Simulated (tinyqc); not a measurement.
Tail temperature from the power law.

Problem. When tail states hold most of the charge, the linear current goes as I = A (Vg - VT)^g with g = 2 Tt/T - 1. Find g, Tt and the tail width kB Tt.

Parameters, values chosen for the exercise: temperature T = 290 K.

Constants: q = 1.602176634e-19 C, kB = 1.380649e-23 J/K, Vt = kB T/q. Results are converted to the units shown.

I at Vg - VT = 28 and 42 V (nA): [19204.578, 51823.262]

Answer. g is the slope of ln I against ln(Vg - VT).

g = 2.45
Tt = 500 K
kB Tt = 43.1 meV

Program tinyqc, `OMP_NUM_THREADS=1 python tinyqc.py 2610110 2610111 out.jsonl`; Intel Xeon 2.30GHz, shared host, one thread, about 0.02 s.
